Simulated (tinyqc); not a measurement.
# Superjunction drift layer against a plain one, charge balance: several studies

Alternating n and p pillars of equal width wp, doping N and length Lp. When depleted, the lateral field peaks at Ex = q N wp/(2 eps0 eps_r) at the pillar junctions and a uniform vertical field Ey is added; breakdown is taken where Ex^2 + Ey^2 = Ef^2. Only the n pillars conduct, narrowed by the zero-bias depletion. A first-order model: the field peaks at the pillar ends are left out.

Parameters, values chosen for the exercise; values close to those of gallium nitride:

| symbol | value | unit | meaning |
|---|---|---|---|
| eps_r | 9.45 |  | relative permittivity of the semiconductor |
| E16 | 2.99 | MV/cm | critical field at a doping of 1e16 cm^-3 |
| mx | 1100 | cm^2/(V s) | mobility at low doping |
| mi | 60.1 | cm^2/(V s) | mobility at high doping |
| Nr | 2e17 | cm^-3 | reference doping of the mobility |
| BV | 2300 | V | wanted breakdown voltage |
| wp | 0.5 | um | width of each pillar |
| Ef | 2.7 | MV/cm | critical field inside the pillars |
| a | 0.48 |  | lateral peak field as a share of Ef |
| Vb | 2.8 | V | built-in voltage of the pillar junctions |
| dl | 3.5 | % | charge imbalance (Nn - Np)/N |

Constants: q = 1.602176634e-19 C, eps0 = 8.8541878128e-14 F/cm where lengths are in cm. Results are converted to the units shown.

Each table varies one quantity; the others keep the values above.

## Effect of the charge imbalance (Nn - Np)/N

Ec(N) = E16 (N/1e16 cm^-3)^(1/8), mu(N) = mi + (mx - mi)/(1 + (N/Nr)^0.9). Plain drift layer for BV: N solves BV = eps0 eps_r Ec(N)^2/(2 q N), W = 2 BV/Ec, Rsp = W/(q mu N). Ex = a Ef gives N = 2 eps0 eps_r a Ef/(q wp); Ey = Ef sqrt(1 - a^2); Lp = BV/Ey; xd = sqrt(eps0 eps_r Vb/(q N)) on each side; Rsp = 2 Lp/(q mu(N) N (1 - 2 xd/wp)). An imbalance dl leaves the mean net doping |dl| N/2, which tilts the vertical field by s = q |dl| N/(2 eps0 eps_r): BV(dl) = Ey Lp - s Lp^2/2, or Ey^2/(2 s) if the field reaches zero inside the pillar.

The same in every row: N (cm^-3) = 2.707e17; Lp (um) = 9.710; Rsp, pillars (mohm cm^2) = 0.1244; Rsp, plain (mohm cm^2) = 0.9089.

Effect of the charge imbalance (Nn - Np)/N:

| dl (%) | BV(dl) (V) |
|---|---|
| 0 | 2300 |
| 1 | 2178 |
| 2 | 2056 |
| 4 | 1811 |
| 6 | 1567 |
| 9 | 1200 |
| 13 | 832.5 |
| 20 | 541.1 |

What does the comparison show?

As dl goes from 0 to 20 %, Rsp of the pillars stays at 0.124 mohm cm^2 and BV with the imbalance falls from 2300 to 541 V. The loss is linear in |dl| while the field reaches through the pillar; it passes 10 % at |dl| = 1.88 %.

## Effect of the wanted breakdown voltage

Same model as above.

The same in every row: N (cm^-3) = 2.7073e17.

Effect of the wanted breakdown voltage:

| BV (V) | Lp (um) | Rsp, pillars (mohm cm^2) | Rsp, plain (mohm cm^2) | BV(dl) (V) |
|---|---|---|---|---|
| 220 | 0.92881 | 0.011902 | 0.0048829 | 216.09 |
| 350 | 1.4777 | 0.018935 | 0.012340 | 340.10 |
| 540 | 2.2798 | 0.029215 | 0.031051 | 516.42 |
| 850 | 3.5886 | 0.045986 | 0.085891 | 791.59 |
| 1300 | 5.4884 | 0.070331 | 0.23125 | 1163.4 |
| 2000 | 8.4437 | 0.10820 | 0.64796 | 1676.6 |
| 3200 | 13.510 | 0.17312 | 2.0341 | 2372.1 |
| 5000 | 21.109 | 0.27051 | 6.1004 | 2978.7 |

What does the comparison show?

As BV goes from 220 to 5000 V, Rsp of the pillars rises from 0.0119 to 0.271 mohm cm^2 and BV with the imbalance rises from 216 to 2980 V. Rsp goes as BV^(1.00) for the pillars and BV^(2.28) for the plain layer; the pillars win in 6 of the 8 rows. At BV = 5000 V the aspect ratio passes 30, which is hard to make. For BV = 220 to 350 V the aspect ratio Lp/wp is under 3, where a pillar model without end effects fails.

## Effect of the width of each pillar

Same model as above.

The same in every row: Lp (um) = 9.710; Rsp, plain (mohm cm^2) = 0.9089.

Effect of the width of each pillar:

| wp (um) | N (cm^-3) | Rsp, pillars (mohm cm^2) | BV(dl) (V) |
|---|---|---|---|
| 0.098 | 1.381e18 | 0.1212 | 606.1 |
| 0.15 | 9.024e17 | 0.1061 | 927.6 |
| 0.24 | 5.640e17 | 0.1056 | 1409 |
| 0.38 | 3.562e17 | 0.1146 | 1737 |
| 0.6 | 2.256e17 | 0.1331 | 1944 |
| 0.95 | 1.425e17 | 0.1641 | 2075 |
| 1.5 | 9.024e16 | 0.2132 | 2157 |

As wp goes from 0.098 to 1.5 um, Rsp of the pillars goes from 0.121 through a minimum of 0.106 (at wp = 0.24 um among the rows listed) to 0.213 mohm cm^2 and BV with the imbalance rises from 606 to 2160 V. Narrow pillars allow more doping and so less resistance, but the same relative imbalance then leaves more net charge. At the narrow end falling mobility and the depleted edges undo the gain. For wp = 0.098 to 0.24 um the aspect ratio passes 30, which is hard to make. For wp = 0.098 to 0.24 um the zero-bias depletion takes over 40 % of the pillar, and the on-state voltage would narrow it further.

Program tinyqc, `OMP_NUM_THREADS=1 python tinyqc.py 2590118 2590119 out.jsonl`; Intel Xeon 2.30GHz, shared host, one thread, about 0.01 s.
